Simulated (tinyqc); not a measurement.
Harmonic transition-state theory with quantum, tunnelling and friction corrections. Changing the imaginary frequency at the saddle nu_b. Computed by tinyqc, a small Python program. Command: `OMP_NUM_THREADS=1 python tinyqc.py 3009864 3009865 out.jsonl rates sweep`. One thread of a shared host (Intel(R) Xeon(R) Processor @ 2.30GHz), about 0.02 s of CPU time with the checks.

One atom hops between equivalent sites; three modes at the minimum and two real modes at the saddle are treated as harmonic, the rest of the crystal as unchanged; melting is ignored, so hot rows may lie above the melting point.

Inputs (values chosen for the exercise, modelled on a vacancy in silicon): barrier E_b = 0.408 eV; temperature T = 426 K.

Lattice of sites: three-dimensional.

Constants: h x 1 THz = 4.135667696 meV; k_B = 8.617333262e-05 eV/K.

Method. With u = h nu_b/(k_B T): Wigner factor 1 + u^2/24; parabolic barrier (Bell) (u/2)/sin(u/2), valid above T_c = h nu_b/(2 pi k_B); symmetric Eckart barrier: kappa = int_0^infinity P(E) exp(-(E - E_b)/(k_B T)) dE/(k_B T), P = (cosh 2a - 1)/(cosh 2a + cosh 2d), a = alpha sqrt(E/E_b), alpha = 2 pi E_b/(h nu_b), 2d = 2 sqrt(alpha^2 - pi^2/4).

One run for each value:

| imaginary frequency at the saddle nu_b (THz) | Eckart factor | Wigner factor | crossover temperature T_c (K) |
|---|---|---|---|
| 1.3 | 1.0010 | 1.0009 | 9.930 |
| 1.6 | 1.0015 | 1.0014 | 12.221 |
| 2.1 | 1.0025 | 1.0023 | 16.040 |
| 2.7 | 1.0042 | 1.0039 | 20.623 |
| 3.5 | 1.0071 | 1.0065 | 26.734 |
| 4.5 | 1.0117 | 1.0107 | 34.372 |
| 5.8 | 1.0196 | 1.0178 | 44.302 |
| 7.5 | 1.0330 | 1.0297 | 57.287 |

Describe and explain the trends.

Over the rows, Eckart factor rises from 1.00 to 1.03 (exponent d ln y / d ln x 0.0024 between the first rows and 0.051 between the last); Wigner factor rises from 1.00 to 1.03 (exponent d ln y / d ln x 0.0022 between the first rows and 0.045 between the last); crossover temperature T_c (K) rises from 9.93 to 57.3 (exponent d ln y / d ln x about 1.0 throughout). The exponent of crossover temperature T_c stays at 1: T_c = h nu_b/(2 pi k_B). A larger nu_b means a narrower barrier of the same height.

Extremes, crossings and ranges named in words are read from the listed rows.
